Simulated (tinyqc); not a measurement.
Worked calculation: Hueckel theory of the pi electrons, for the molecule C=CC=C1C=CC=C(F)C=C1 (SMILES; centres numbered as the heavy atoms are written). Computed by tinyqc, a small Python program that keeps every step. Settings: charge = 0. Command: `OMP_NUM_THREADS=1 python tinyqc.py 26052 26053 out.jsonl` (the two numbers bound the seeds that draw the settings). One thread of a shared host (Intel(R) Xeon(R) Processor @ 2.60GHz), about 0.01 s of CPU time with the checks.

## The Hueckel matrix

Centres:
```
centre  z_r, pi electrons of the neutral centre         h
1C                                            1  0.000000
2C                                            1  0.000000
3C                                            1  0.000000
4C                                            1  0.000000
5C                                            1  0.000000
6C                                            1  0.000000
7C                                            1  0.000000
8C                                            1  0.000000
9F                                            2  2.910000
10C                                           1  0.000000
11C                                           1  0.000000
```

Bonds:
```
i    j         k
1    2         1
2    3         1
3    4         1
4    5         1
5    6         1
6    7         1
7    8         1
8    9  0.700000
8   10         1
10  11         1
11   4         1
```

H_rr = alpha + h_r beta, H_rs = k_rs beta for bonded centres.

Hueckel matrix in units of beta (H = alpha + beta A):
```
           1C        2C        3C        4C        5C        6C        7C        8C
1C   0.000000  1.000000  0.000000  0.000000  0.000000  0.000000  0.000000  0.000000
2C   1.000000  0.000000  1.000000  0.000000  0.000000  0.000000  0.000000  0.000000
3C   0.000000  1.000000  0.000000  1.000000  0.000000  0.000000  0.000000  0.000000
4C   0.000000  0.000000  1.000000  0.000000  1.000000  0.000000  0.000000  0.000000
5C   0.000000  0.000000  0.000000  1.000000  0.000000  1.000000  0.000000  0.000000
6C   0.000000  0.000000  0.000000  0.000000  1.000000  0.000000  1.000000  0.000000
7C   0.000000  0.000000  0.000000  0.000000  0.000000  1.000000  0.000000  1.000000
8C   0.000000  0.000000  0.000000  0.000000  0.000000  0.000000  1.000000  0.000000
9F   0.000000  0.000000  0.000000  0.000000  0.000000  0.000000  0.000000  0.700000
10C  0.000000  0.000000  0.000000  0.000000  0.000000  0.000000  0.000000  1.000000
11C  0.000000  0.000000  0.000000  1.000000  0.000000  0.000000  0.000000  0.000000

           9F       10C       11C
1C   0.000000  0.000000  0.000000
2C   0.000000  0.000000  0.000000
3C   0.000000  0.000000  0.000000
4C   0.000000  0.000000  1.000000
5C   0.000000  0.000000  0.000000
6C   0.000000  0.000000  0.000000
7C   0.000000  0.000000  0.000000
8C   0.700000  1.000000  0.000000
9F   2.910000  0.000000  0.000000
10C  0.000000  0.000000  1.000000
11C  0.000000  1.000000  0.000000
```

## Orbitals

pi electrons, sum of z_r less the charge = 12

Diagonalise; E = alpha + x beta with beta < 0, so the largest x are filled first; degenerate levels share their electrons. P = sum n_i c_ri c_si; each orbital has its largest coefficient positive (the first on a tie).

x values: 3.115612  2.109212  1.563238  1.234559  1.107981  0.135988  -0.469039  -0.629076  -1.370049  -1.831017  -2.057409

occupations: 2.000000  2.000000  2.000000  2.000000  2.000000  2.000000  0.000000  0.000000  0.000000  0.000000  0.000000

coefficients:
```
          MO1        MO2        MO3        MO4        MO5        MO6        MO7        MO8
1C   0.000892   0.101977   0.287645  -0.094475   0.431114   0.567814   0.049631  -0.419547
2C   0.002780   0.215091   0.449658  -0.116635   0.477666   0.077216  -0.023279   0.263927
3C   0.007770   0.351695   0.415277  -0.049518   0.098131  -0.557313  -0.038712   0.253517
4C   0.021428   0.526709   0.199518   0.055503  -0.368939  -0.153003   0.041436  -0.423408
5C   0.019361   0.385897  -0.080989  -0.354230  -0.333380   0.284264  -0.508697  -0.045101
6C   0.038892   0.287230  -0.326124  -0.492820  -0.000440   0.191660   0.197162   0.451780
7C   0.101812   0.219932  -0.428820  -0.254186   0.332893  -0.258200   0.416220  -0.239102
8C   0.278314   0.176654  -0.344223   0.179012   0.369279  -0.226772  -0.392386  -0.301366
9F   0.947510  -0.154420   0.178915  -0.074791  -0.143448   0.057224   0.081286   0.059608
10C  0.102049   0.260762  -0.234524   0.527541   0.176674   0.187305  -0.289076   0.386959
11C  0.039632   0.373348  -0.022393   0.472269  -0.173527   0.252243   0.527974   0.057940

           MO9       MO10       MO11
1C   -0.442010  -0.005459  -0.125608
2C    0.605576   0.009995   0.258427
3C   -0.387658  -0.012842  -0.406082
4C   -0.074465   0.013520   0.577049
5C    0.250728  -0.230032  -0.387475
6C   -0.269045   0.407673   0.220145
7C    0.117876  -0.516424  -0.065453
8C    0.107548   0.537909  -0.085481
9F   -0.017589  -0.079421   0.012046
10C  -0.252910  -0.412901   0.232890
11C   0.238951   0.218120  -0.393670
```

charge and bond-order matrix P:
```
            1C         2C         3C         4C         5C         6C         7C         8C
1C    1.220675   0.824141  -0.228285  -0.280109   0.134447   0.181429  -0.159819  -0.134453
2C    0.824141   0.992389   0.544032   0.017094  -0.098680  -0.025372   0.046976   0.043980
3C   -0.228285   0.544032   1.237769   0.629162  -0.142725  -0.233133   0.178427   0.150198
4C   -0.280109   0.017094   0.629162   0.960591   0.494709   0.061074  -0.129910  -0.122558
5C    0.134447  -0.098680  -0.142725   0.494709   0.946556   0.734414   0.054471  -0.299096
6C    0.181429  -0.025372  -0.233133   0.061074   0.734414   0.939952   0.565228   0.083955
7C   -0.159819   0.046976   0.178427  -0.129910   0.054471   0.565228   0.969436   0.701556
8C   -0.134453   0.043980   0.150198  -0.122558  -0.299096   0.083955   0.701556   0.893985
9F    0.028558  -0.011015  -0.029824   0.029366   0.069694  -0.035925  -0.115467   0.191004
10C   0.183809  -0.023520  -0.236128   0.056360  -0.141859  -0.137621   0.089331   0.544795
11C   0.110932  -0.096299  -0.117359   0.489333   0.217835  -0.136483  -0.294381   0.095904

            9F        10C        11C
1C    0.028558   0.183809   0.110932
2C   -0.011015  -0.023520  -0.096299
3C   -0.029824  -0.236128  -0.117359
4C    0.029366   0.056360   0.489333
5C    0.069694  -0.141859   0.217835
6C   -0.035925  -0.137621  -0.136483
7C   -0.115467   0.089331  -0.294381
8C    0.191004   0.544795   0.095904
9F    1.966155  -0.079229  -0.040205
10C  -0.079229   0.956018   0.744762
11C  -0.040205   0.744762   0.916474
```

## Energy, charges, bond orders

E = sum n x; q_r = z_r - P_rr; bond order p = P_rs; free valence = sqrt(3) - sum of p over the bonds of the atom.

pi energy = 12 alpha + this times beta = 18.533179

pi charges: 1C -0.220675, 2C 0.007611, 3C -0.237769, 4C 0.039409, 5C 0.053444, 6C 0.060048, 7C 0.030564, 8C 0.106015, 9F 0.033845, 10C 0.043982, 11C 0.083526

Bond orders and lengths from R = 1.517 - 0.180 p (angstrom, C-C alone):
```
bond          p         R
1-2    0.824141  1.368655
2-3    0.544032  1.419074
3-4    0.629162  1.403751
4-5    0.494709  1.427952
5-6    0.734414  1.384805
6-7    0.565228  1.415259
7-8    0.701556  1.390720
8-9    0.191004         -
8-10   0.544795  1.418937
10-11  0.744762  1.382943
11-4   0.489333  1.428920
```

free valence of the carbons: 1C 0.907910, 2C 0.363878, 3C 0.558857, 4C 0.118848, 5C 0.502928, 6C 0.432408, 7C 0.465267, 8C 0.294696, 10C 0.442493, 11C 0.497956

gap between the highest filled and the next level = 0.605026 |beta|
